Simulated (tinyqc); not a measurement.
# p-i-n power rectifier, conductivity modulation at high injection: effects of single changes

A drift layer from x = -d to d (2 d = W) between ideal p+ and n+ emitters (no recombination in them). High injection, n = p, ambipolar diffusion with one lifetime; both mobilities scale as (T/300 K)^(-bt).

Inputs (values chosen for the exercise); bulk values close to those of gallium nitride:
- T = 300 K (temperature)
- eps_r = 9.6 (relative permittivity)
- Kc = 25300 V/cm per (cm^-3)^(1/8) (critical-field constant)
- BV = 2400 V (rated breakdown voltage of the drift layer)
- mud = 886 cm^2/(V s) (drift mobility at 300 K)
- bt = 2.1 (temperature exponent of the drift mobility)
- mup = 27.6 cm^2/(V s) (hole mobility at 300 K)
- Eg = 3.52 eV (band gap)
- Nc = 2.3e18 cm^-3 (conduction-band density of states at T)
- Nv = 4.6e19 cm^-3 (valence-band density of states at T)
- J = 50 A/cm^2 (forward current density)
- a = 690 A/(cm^2 us) (ramp rate of the current at turn-off)
- tau = 6.3e-7 s (high-level lifetime)

Constants: q = 1.602176634e-19 C, kB = 1.380649e-23 J/K, Vt = kB T/q, eps0 = 8.8541878128e-14 F/cm where lengths are in cm. Results are converted to the units shown.

Each table varies one quantity; the others keep the values above.

## Forward voltage and stored charge against the high-level lifetime

Triangular field at breakdown with Ec = Kc N^(1/8): BV = eps0 eps_r Ec^2/(2 q N), so N = (eps0 eps_r Kc^2/(2 q BV))^(4/3); W = 2 BV/Ec; mu = mud (T/300 K)^(-bt); rho = 1/(q mu N); ideal resistance rho W. Da = 2 mun mup Vt/(mun + mup), La = sqrt(Da tau), B = (mun - mup)/(mun + mup) with mun = mud (T/300 K)^(-bt), mup likewise; n(x) = (tau J/(2 q La)) [cosh(x/La)/sinh(d/La) - B sinh(x/La)/cosh(d/La)]. Ohmic drop: integral of J/(q (mun + mup) n); diffusion (Dember) drop Vt B ln(n(-d)/n(d)); both junctions together Vt ln(n(-d) n(d)/ni^2), ni = sqrt(Nc Nv) exp(-Eg/(2 Vt)), Eg in volts; V_F = the sum; stored charge q times the integral of n. Integrals on a fine grid. Peak reverse current if all stored charge left in a linear ramp without recombination (an upper bound): sqrt(2 a Q). Rows where n falls below the doping are left out.

The same in every row: J rho W (V) = 0.1123.

Results:
```
tau (s)	d/La	drift drop, ohmic and diffusion (V)	junction drops (V)	V_F (V)	Q (uC/cm^2)	sqrt(2 a Q) (A/cm^2)	lowest n over N
2.3e-7	1.781	0.09425	3.229	3.323	11.50	126.0	1.610
1e-6	0.8542	0.02849	3.308	3.337	50.00	262.7	16.60
2.1e-6	0.5895	0.01527	3.345	3.361	105.0	380.7	42.37
4.3e-6	0.4120	0.008031	3.381	3.389	215.0	544.7	95.81
9.1e-6	0.2832	0.003966	3.419	3.423	455.0	792.4	213.6
1.9e-5	0.1960	0.001943	3.456	3.458	950.0	1145	457.3
```

Estimate the missing row, tau = 4.8e-7 s.

Computed row:
```
tau (s)	d/La	drift drop, ohmic and diffusion (V)	junction drops (V)	V_F (V)	Q (uC/cm^2)	sqrt(2 a Q) (A/cm^2)	lowest n over N
4.8e-7	1.233	0.05116	3.270	3.321	24.00	182.0	5.663
```

With this row back in the table: V_F rises from 3.32 to 3.46 V; the drift drop falls from 0.0942 to 0.00194 V and the junction drops rise from 3.23 to 3.46 V. Where n exceeds a few 1e17 cm^-3, emitter and Auger recombination, left out here, lower n and change V_F.

## Forward voltage and stored charge against the rated breakdown voltage of the drift layer

Same model as above.

The same in every row: sqrt(2 a Q) (A/cm^2) = 208.5.

Forward voltage and stored charge against the rated breakdown voltage of the drift layer:
```
BV (V)	d/La	drift drop, ohmic and diffusion (V)	junction drops (V)	V_F (V)	Q (uC/cm^2)	lowest n over N	J rho W (V)
600	0.2136	0.002298	3.364	3.366	31.50	11.98	0.003509
830	0.3118	0.004767	3.345	3.350	31.50	12.27	0.007899
1200	0.4794	0.01059	3.324	3.335	31.50	12.09	0.01985
1600	0.6706	0.01906	3.308	3.327	31.50	11.25	0.04075
2200	0.9724	0.03509	3.290	3.325	31.50	9.316	0.09035
3100	1.451	0.06644	3.267	3.333	31.50	6.292	0.2129
4300	2.125	0.1320	3.245	3.376	31.50	3.589	0.4825
6000	3.135	0.3437	3.231	3.574	31.50	1.739	1.110
```

What does the comparison show?

V_F goes from 3.37 through a minimum of 3.32 (at BV = 2200 among the rows listed) to 3.57 V; the drift drop rises from 0.00230 to 0.344 V and the junction drops fall from 3.36 to 3.23 V.

Computed by the program tinyqc: `OMP_NUM_THREADS=1 python tinyqc.py 2230149 2230150 out.jsonl`, one thread of a shared Intel Xeon 2.30GHz, about 0.01 s for the whole run.
